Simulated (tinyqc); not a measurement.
Inside a calculation. Method: geometry optimisation on the PBE/sto-3g surface (energies and gradients from PySCF), for H3+, spin multiplicity 1. One step of it, computed by the program tinyqc.

Question. Step 1: move. Steepest descent, p = -g / 0.6; steps longer than 0.1 bohr are cut back.

positions at the start (bohr):
```
            x          y          z
1H  -0.003779  -0.052912  -0.049133
2H   0.000000  -0.060471   1.765004
3H   0.018897   1.696974   0.833369
```

gradient (hartree/bohr):
```
              x            y            z
1H  -0.00006975  -0.00654502   0.00376889
2H  -0.00010504  -0.00837127  -0.00260159
3H   0.00017478   0.01491634  -0.00116731
```

Give: positions after step 1.

Answer.

positions after step 1 (bohr):
```
          x        y        z
1H  -0.0037  -0.0420  -0.0554
2H   0.0002  -0.0465   1.7693
3H   0.0186   1.6721   0.8353
```
